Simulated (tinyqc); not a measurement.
# Changing the band gap at 300 K, E_g

Model: band-to-band tunnelling and avalanche in a reverse-biased abrupt junction. Computed by tinyqc, a small Python program. Command: `OMP_NUM_THREADS=1 python tinyqc.py 3008033 3008034 out.jsonl zener sweep`. One thread of a shared host (Intel(R) Xeon(R) Processor @ 2.30GHz), about 0.03 s of CPU time with the checks.

Direct Kane tunnelling in the local field (for indirect gaps the mass is an effective fit) and one ionisation coefficient for both carriers. N is the doping of the light side, or N_A N_D/(N_A + N_D) for the symmetric junction; the built-in voltage is taken as E_g/e.

Inputs (values chosen for the exercise, modelled on In0.53Ga0.47As):
```
quantity                                               value    unit
gap narrowing with temperature, -dE_g/dT                0.38   meV/K
reduced tunnelling mass m_r                            0.024     m_0
permittivity eps                                        13.9       -
ionisation prefactor a                               5.5e+06    1/cm
ionisation field at 300 K, b                        1.68e+06    V/cm
relative rise of b with temperature                      5.7  1e-4/K
effective doping N                                     6e+16  1/cm^3
reverse bias V_R                                         2.6       V
current density that defines tunnel breakdown, J_0         1  A/cm^2
temperature T                                            350       K
```

Junction: one-sided.

Constants: eps_0 = 8.8541878128e-12 F/m; e = 1.602176634e-19 C; m_0 = 9.1093837015e-31 kg; hbar = 1.054571817e-34 J s.

Method:
- E_g(T) = E_g - (T - 300 K)(-dE_g/dT); b(T) = b [1 + (rise)(T - 300 K)]; w = sqrt(2 eps eps_0 (V_R + E_g/e)/(e N)); F_m = 2 (V_R + E_g/e)/w; the field falls linearly from F_m to 0 across w.
- Kane: G(F) = A F^2 exp(-B/F), A = e^2 sqrt(m_r)/(18 pi hbar^2 sqrt(E_g)), B = pi sqrt(m_r) E_g^(3/2)/(2 e hbar), SI units; J = e int G dx x V_R/(V_R + E_g/e), the last factor making J vanish at zero bias; int G dx = (w/F_m) int_0^F_m G dF by 64 Gauss-Legendre points.
- Avalanche: I = (w/F_m) int_0^F_m a exp(-b/F) dF by 64 Gauss-Legendre points, M = 1/(1 - I), breakdown at I = 1.
- V_Z solves J = J_0 and V_A solves I = 1; the lower one is the breakdown voltage; temperature coefficients by a central difference of +/- 10 K.

One run for each value:
```
band gap at 300 K, E_g (eV)  tunnel current density (A/cm^2)  B (MV/cm)  tunnel breakdown V_Z (V)
0.38                                              4.9099e+02     1.9121                     0.949
0.48                                              8.1680e+00     2.7593                     1.950
0.58                                              1.0482e-01     3.7042                     3.402
0.68                                              1.0753e-03     4.7375                     5.365
0.78                                              9.0756e-06     5.8523                     7.896
0.88                                              6.4536e-08     7.0429                    11.051
0.98                                              3.9434e-10     8.3049                    14.881
1.10                                              7.2828e-13     9.9080                    20.443
```

Over the rows, tunnel current density (A/cm^2) falls from 491 to 7.28e-13 (exponent d ln y / d ln x -18 between the first rows and -54 between the last); B (MV/cm) rises from 1.91 to 9.91 (exponent d ln y / d ln x about 1.5 throughout); tunnel breakdown V_Z (V) rises from 0.949 to 20.4 (exponent d ln y / d ln x 3.1 between the first rows and 2.7 between the last). B grows as E_g^(3/2) at fixed mass, which is why narrow-gap channels leak by tunnelling.
